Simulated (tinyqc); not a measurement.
## Scale length and length offset from two DIBL values

Question. DIBL = exp(-Le/(2 l)) + 2 exp(-Le/l) with Le = L - dL. Find l, dL and the drawn length for a DIBL of 100 mV/V.

DIBL at drawn lengths 35 and 56 nm (mV/V): 77.743424  13.250761

Solution. With e = exp(-Le/(2 l)), 2 e^2 + e = DIBL gives e and so Le/l at each length; Le/l is a straight line in L with slope 1/l.

l = 6.30 nm
dL = 1.20 nm
length for 100 mV/V = 32.2 nm

Computed by the program tinyqc: `OMP_NUM_THREADS=1 python tinyqc.py 2002058 2002059 out.jsonl`, one thread of a shared Intel Xeon 2.30GHz, about 0.01 s for the whole run.
